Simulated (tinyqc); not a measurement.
Inside a calculation. Model: capacitance of parallel on-chip lines from Laplace's equation on a mesh.

Program tinyqc, `OMP_NUM_THREADS=1 python tinyqc.py 2790172 2790173 out.jsonl`; Intel Xeon 2.30GHz, shared host, one thread, about 1 s. Printed values are rounded.

Cross-section of an endless row of equal lines between two grounded planes; neighbours are driven in antiphase (+1 V and -1 V), so the plane midway between two lines is at 0 V. By symmetry one quarter is solved: x runs from the centre of a line (column 0, mirror) to that midplane (column 5, 0 V), y from the mid-height of the line (row 0, mirror) to the ground plane (row 4, 0 V). The line fills columns 0 to 2 and rows 0 to 2 at 1 V. Cells beside the line (below row 2) have e2, cells above have e1. Each link between nodes has the conductance g = mean permittivity of the two cells beside it (a cell beyond a mirror counts as 0), and the free nodes obey sum g (V_neighbour - V) = 0.

Values chosen for this exercise:

| symbol | value | unit | meaning |
|---|---|---|---|
| e1 | 3 |  | relative permittivity above and below the lines |
| e2 | 2.4 |  | relative permittivity between the lines |
| om | 1.2 |  | over-relaxation factor |

Constants: eps0 = 8.8541878128e-12 F/m. Results are converted to the units shown.

## Link conductances

gx[j, i] joins node (row j, column i) to column i + 1, gy[j, i] to row j + 1.

gx:
```
       col 0  col 1  col 2  col 3  col 4
row 0    1.2    1.2    1.2    1.2    1.2
row 1    2.4    2.4    2.4    2.4    2.4
row 2    2.7    2.7    2.7    2.7    2.7
row 3      3      3      3      3      3
row 4    1.5    1.5    1.5    1.5    1.5
```

gy:
```
       col 0  col 1  col 2  col 3  col 4  col 5
row 0    1.2    2.4    2.4    2.4    2.4    1.2
row 1    1.2    2.4    2.4    2.4    2.4    1.2
row 2    1.5      3      3      3      3    1.5
row 3    1.5      3      3      3      3    1.5
```

## Iteration 1: relaxation sweep

V at the start (V):
```
       col 0  col 1  col 2  col 3  col 4  col 5
row 0      1      1      1      0      0      0
row 1      1      1      1      0      0      0
row 2      1      1      1      0      0      0
row 3      0      0      0      0      0      0
row 4      0      0      0      0      0      0
```

One sweep visits the free nodes row by row from row 0, left to right, and replaces V by V + om (weighted mean of the neighbours - V), using new values at once.

V after sweep 1 (V):
```
          col 0     col 1     col 2     col 3     col 4     col 5
row 0  1.000000  1.000000  1.000000  0.300000  0.090000  0.000000
row 1  1.000000  1.000000  1.000000  0.390000  0.144000  0.000000
row 2  1.000000  1.000000  1.000000  0.404000  0.159600  0.000000
row 3  0.300000  0.390000  0.417000  0.246300  0.121770  0.000000
row 4  0.000000  0.000000  0.000000  0.000000  0.000000  0.000000
```

## Iteration 2: relaxation sweep

As before.

V after sweep 2 (V):
```
          col 0     col 1     col 2     col 3     col 4     col 5
row 0  1.000000  1.000000  1.000000  0.501000  0.218700  0.000000
row 1  1.000000  1.000000  1.000000  0.536700  0.245700  0.000000
row 2  1.000000  1.000000  1.000000  0.492300  0.221880  0.000000
row 3  0.474000  0.489300  0.437280  0.266145  0.122053  0.000000
row 4  0.000000  0.000000  0.000000  0.000000  0.000000  0.000000
```

## Course of the relaxation

Stop when no node changes by 1e-7 V. C = 4 eps0 sum g (difference of V along the link)^2, in aF/um.

Course of the iteration:
```
sweep  C (aF/um)  largest change (V)
1       263.8381               0.417
2       239.8713               0.201
3       237.4794              0.0864
4       237.2475              0.0332
5       237.2394             7.97e-3
6       237.2393             5.52e-4
7       237.2393             4.33e-5
8       237.2393             3.71e-5
9       237.2393             5.65e-6
10      237.2393             2.85e-6
11      237.2393             1.31e-7
12      237.2393             3.71e-8
```

Converged in 12 sweeps. Over the last four sweeps the change shrinks by about 0.18 a sweep. C comes down from above, since the solution minimises the energy.

## Capacitance per length

converged V (V):
```
          col 0     col 1     col 2     col 3     col 4     col 5
row 0  1.000000  1.000000  1.000000  0.628026  0.298466  0.000000
row 1  1.000000  1.000000  1.000000  0.606818  0.282920  0.000000
row 2  1.000000  1.000000  1.000000  0.516328  0.226395  0.000000
row 3  0.491137  0.482275  0.437961  0.269570  0.123991  0.000000
row 4  0.000000  0.000000  0.000000  0.000000  0.000000  0.000000
```

C = 4 eps0 sum g (difference of V)^2 over all links (twice the energy of the four quarters, line at 1 V). Plate estimate without fringing: eps0 [2 e1 w/hd + 2 e2 t/(s/2)], w = 4 hx, t = 4 hx, s/2 = 3 hx, hd = 2 hx.

C = 237.2393 aF/um
plate estimate = 162.9171 aF/um

C depends on the shape only, not on the mesh step hx. Meshes 6, 12 and 24 times finer extrapolate (Aitken) to 223.8 aF/um; this mesh is 6.0 % above that, and the plate estimate is 27 % below it.
